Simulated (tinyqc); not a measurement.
One gate, two gates and a surrounding gate.

Below threshold the potential that source and drain add obeys Laplace's equation, vanishes on the gates and decays along the channel as exp(-k y). The same ts (depleted depth over a conducting body, body thickness or wire diameter), ti and permittivities in three geometries; k is the smallest positive root of: one gate, f(k) = eps_r sin(k ti) cos(k ts) + ei cos(k ti) sin(k ts); two gates, f(k) = ei cos(k ti) cos(k ts/2) - eps_r sin(k ti) sin(k ts/2); wire, f(k) = ei J0(u)[J1(u) Y0(v) - Y1(u) J0(v)] - eps_r J1(u)[J0(u) Y0(v) - Y0(u) J0(v)], u = k ts/2, v = u + k ti. Parabolic estimates of l: sqrt((eps_r/ei) ts ti); sqrt((eps_r/(2 ei)) ts ti (1 + ei ts/(4 eps_r ti))); sqrt([2 eps_r ts^2 ln(1 + 2 ti/ts) + ei ts^2]/(16 ei)), in the same order.

Values chosen for this exercise; permittivities: semiconductor close to that of In0.53Ga0.47As, insulator close to that of silicon nitride:
```
symbol,value,unit,meaning
eps_r,14.1,,relative permittivity of the semiconductor
ei,7.81,,relative permittivity of the insulator
ti,2.9,nm,insulator thickness
ts,6.8,nm,body thickness
```

Scale lengths (nm):

|  | Lambda = pi/k | l = 1/k | l(parabolic) |
|---|---|---|---|
| one gate over a conducting body | 10.60 | 3.373 | 5.967 |
| two gates | 15.45 | 4.917 | 4.856 |
| wire | 9.838 | 3.131 | 3.054 |

What does the comparison show?

The wire has the shortest scale length, 0.637 times that of the double gate; the single gate over a conducting body has 0.686 times it, its layer ending directly on a conductor where the double gate has a second insulator. The parabolic estimates are 77 % above, 1.2 % below and 2.5 % below the exact l, in the order of the rows.

tinyqc, about 0.01 s, one thread, Intel Xeon 2.30GHz (shared host): `OMP_NUM_THREADS=1 python tinyqc.py 2420161 2420162 out.jsonl`
